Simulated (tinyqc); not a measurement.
Energy and delay of logic against supply voltage: two steps of the calculation.

One expression serves below and above threshold: I(Vg) = Ik [ln(1 + exp((Vg - VT + dd V)/(al nf Vt)))]^al, with I_on = I(V) and I_off = I(0). Gate delay td = kd C V/I_on, clock period LD td. Per gate and cycle the switching energy is act C V^2 and the leakage energy I_off V LD td. No short-circuit current, no variation. Minima are sought above 0.09 V; below a few Vt gates no longer switch and the model has no meaning.

Values chosen for this exercise; values of the order met in logic technologies:

| symbol | value | unit | meaning |
|---|---|---|---|
| T | 378 | K | temperature |
| VT | 0.39 | V | threshold voltage at zero drain bias |
| nf | 1.32 |  | slope factor |
| dd | 0.02 |  | barrier lowering per volt of supply |
| Ik | 2.5 | uA | specific current of a gate |
| al | 1.56 |  | exponent of the current law |
| C | 1.2 | fF | load capacitance of a gate |
| kd | 0.7 |  | delay factor |
| LD | 30 |  | logic depth |
| act | 0.05 |  | activity factor |
| V | 0.63 | V | supply voltage |

Constants: q = 1.602176634e-19 C, kB = 1.380649e-23 J/K, Vt = kB T/q. Results are converted to the units shown.

Task 1. Currents, delay and energies. I_on, I_off, td, clock frequency 1/(LD td), both energies and their sum.

Wanted: I_on; I_off; td; clock frequency; switching energy; leakage energy; energy.

Result 1.

I_on = 19.97 uA
I_off = 0.3844 nA
td = 26.50 ps
clock frequency = 1.258 GHz
switching energy = 23.81 aJ
leakage energy = 0.1925 aJ
energy = 24.01 aJ

I_on/I_off = 52000; leakage makes up 0.802 % of the energy.

Task 2. New V. Minimum-energy supply: E(V) is the energy per gate and cycle; with h = 0.001 V, E' = (E(V + h) - E(V - h))/(2 h), E'' = (E(V - h) - 2 E(V) + E(V + h))/h^2, V(new) = V - E'/E''.

V at the start = 0.27 V

Find: E'; E''; V after iteration 1.

Result 2.

E' = -22.38 aJ/V
E'' = 875.4 aJ/V^2
V after iteration 1 = 0.2956 V

Computed by the program tinyqc: `OMP_NUM_THREADS=1 python tinyqc.py 2082152 2082153 out.jsonl`, one thread of a shared Intel Xeon 2.30GHz, about 0.01 s for the whole run.
